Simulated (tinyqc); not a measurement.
What moves the results: strain-driven crossing of the Gamma and L valleys in a germanium-like crystal. A value that a table varies takes the place of the one given here.

Biaxial loads: e0 is the in-plane strain e_par and the normal is free. (001): e_perp = -2 (C12/C11) e_par; exx = eyy = e_par, ezz = e_perp, no shear. (111): e_perp = -(2 C11 + 4 C12 - 4 C44)/(C11 + 2 C12 + 4 C44) e_par; exx = eyy = ezz = (2 e_par + e_perp)/3 and exy = eyz = ezx = (e_perp - e_par)/3. (110): e_perp = -(C11 + 3 C12 - 2 C44)/(C11 + C12 + 2 C44) e_par; exx = eyy = (e_par + e_perp)/2, ezz = e_par, exy = (e_perp - e_par)/2, eyz = ezx = 0. Uniaxial loads: a stress along n, scaled so that n.e.n = e0, with exx = s11 sxx + s12 (syy + szz), exy = s44 sxy/2, s11 = (C11 + C12)/((C11 - C12)(C11 + 2 C12)), s12 = -C12/((C11 - C12)(C11 + 2 C12)), s44 = 1/C44.

Edges from the unstrained valence top: Gamma at Eg + ac tr(e); an L valley with unit axis u at EgL + aL tr(e) + XuL (u.e.u - tr(e)/3), u along [111], [1-1-1], [-11-1], [-1-11]; valence edges are the levels of the 6 x 6 matrix of X, Y, Z times spin with -Dso/3 + l exx + m (eyy + ezz) on the diagonal (cyclic), n exy off it, l = av + 2 b, m = av - b, n = sqrt(3) d. Spin-orbit term (Dso/3) L.sigma on X, Y, Z with (L_k)_ij = -i epsilon_kij: <X+|H|Y+> = -i Dso/3, <X+|H|Z-> = Dso/3, <Y+|H|Z-> = -i Dso/3, <Z+|H|X-> = -Dso/3, <Z+|H|Y-> = i Dso/3, <X-|H|Y-> = i Dso/3, and their conjugates; + and - are the spin along z.

Constants: kB = 8.617333262e-05 eV/K.

Values chosen for the exercise (near those of Ge, gaps at low temperature; not measured data): Eg = 0.883 eV (gap at Gamma to the s-like level); EgL = 0.74 eV (gap to L); Dso = 0.295 eV (spin-orbit splitting); ac = -8.14 eV (conduction deformation potential); av = 1.26 eV (valence hydrostatic potential); b = -2.53 eV (tetragonal shear potential); d = -5.32 eV (trigonal shear potential); aL = -1.7 eV (hydrostatic potential of the L edge, Xd + Xu/3); XuL = 16.65 eV (uniaxial potential, L); C11 = 127.9 GPa; C12 = 47.7 GPa; C44 = 66.1 GPa; load = uniaxial [110] (kind of strain); mG = 0.0413 m0 (mass at Gamma); mL = 0.557 m0 (density-of-states mass of the four L valleys together); T = 77 K (temperature); e0 = 0.0452 (size of the strain).

## Which strain makes the gap direct

For tension the difference Gamma minus lowest L is linear in e0; slope per 1 % and the e0 at which it vanishes (a dash: no crossing below 15 %), with the gap there.

Results:
```
load            slope (meV per 1 %)  crossing e0 (%)  gap at the crossing (eV)
biaxial (001)                 -80.8             1.77                     0.566
biaxial (110)                 -19.2             7.44                    -0.753
biaxial (111)                  47.7                -                         -
uniaxial [100]                -29.4             4.86                     0.518
uniaxial [111]                 -1.3                -                         -
uniaxial [110]                 17.9                -                         -
```

What does this show, and why?

The smallest strain is needed for biaxial (001) (1.77 %), then uniaxial [100] (4.86 %). No crossing below 15 % is found for biaxial (111), uniaxial [111] and uniaxial [110]: shear splits the L valleys and pulls the lowest down nearly as fast as, or faster than, Gamma. Loads without off-diagonal strain, (001) and [100], gain (ac - aL) tr(e) = -64 meV per 1 % of volume. Crossings beyond about 3 % are sensitive to second-order terms, left out here. For uniaxial [111] the slope is a near cancellation, so terms beyond this linear model decide. A gap at or below zero marks a crossing beyond the range of this linear model.

## Sweep of a uniaxial [110] strain

The valence splitting is the distance of the top two edges. Share in Gamma = mG^(3/2)/(mG^(3/2) + (mL^(3/2)/4) sum_i exp(-(E_Li - E_Gamma)/kT)).

Results:
```
e0 (%)  direct gap (eV)  indirect gap (eV)  Gamma - L (meV)  valence splitting (meV)  share in Gamma (%)
0.00              0.883              0.740              143                        0            8.82e-10
0.80              0.809              0.652              157                       50            2.05e-10
1.60              0.735              0.563              172                       90            2.37e-11
2.40              0.660              0.474              186                      119            2.75e-12
3.20              0.585              0.385              200                      141            3.19e-13
4.00              0.509              0.295              214                      158            3.69e-14
4.80              0.433              0.205              229                      172            4.28e-15
5.60              0.357              0.114              243                      184            4.96e-16
```

What does this show?

The gap stays indirect over the sweep. The direct gap goes from 0.883 to 0.357 eV; of that change -0.205 eV comes from the rise of the valence top through the shear terms and the rest from the volume. The share in Gamma goes from 8.82e-10 to 4.96e-16 %. Beyond about 3 % terms of second order in the strain, left out here, matter.

## What each parameter does

Direct gap, Gamma minus the lowest L edge and the valence splitting. Each row changes one parameter from the base and keeps the others.

Results:
```
case              direct gap (eV)  Gamma - L (meV)  valence splitting (meV)
base                       0.4601            223.8                    167.0
b = -2.9095 eV             0.4418            223.8                    190.9
ac = -6.919 eV             0.4937            257.4                    167.0
e0 = 0.03842               0.5243            211.7                    154.5
C44 = 76.015 GPa           0.4364            193.5                    183.2
XuL = 14.1525 eV           0.4601            185.1                    167.0
C12 = 40.545 GPa           0.4466            212.3                    157.7
aL = -1.955 eV             0.4601            230.8                    167.0
```

How do the results move?

The largest shifts from the base row, up to three for each result and ties (the steps differ in size, so this ranks the rows, not the parameters). direct gap (eV): e0 +0.0643, ac +0.0336, C44 -0.0237; unchanged at the printed digits by XuL and aL. Gamma - L (meV): XuL -38.7, ac +33.6, C44 -30.3; unchanged at the printed digits by b. valence splitting (meV): b +23.9, C44 +16.3, e0 -12.4; unchanged at the printed digits by ac, XuL and aL.

Run: tinyqc, `OMP_NUM_THREADS=1 python tinyqc.py 1080015 1080016 out.jsonl`; Intel(R) Xeon(R) Processor @ 2.30GHz, one thread, shared host; about 0.01 s of CPU time with all checks.
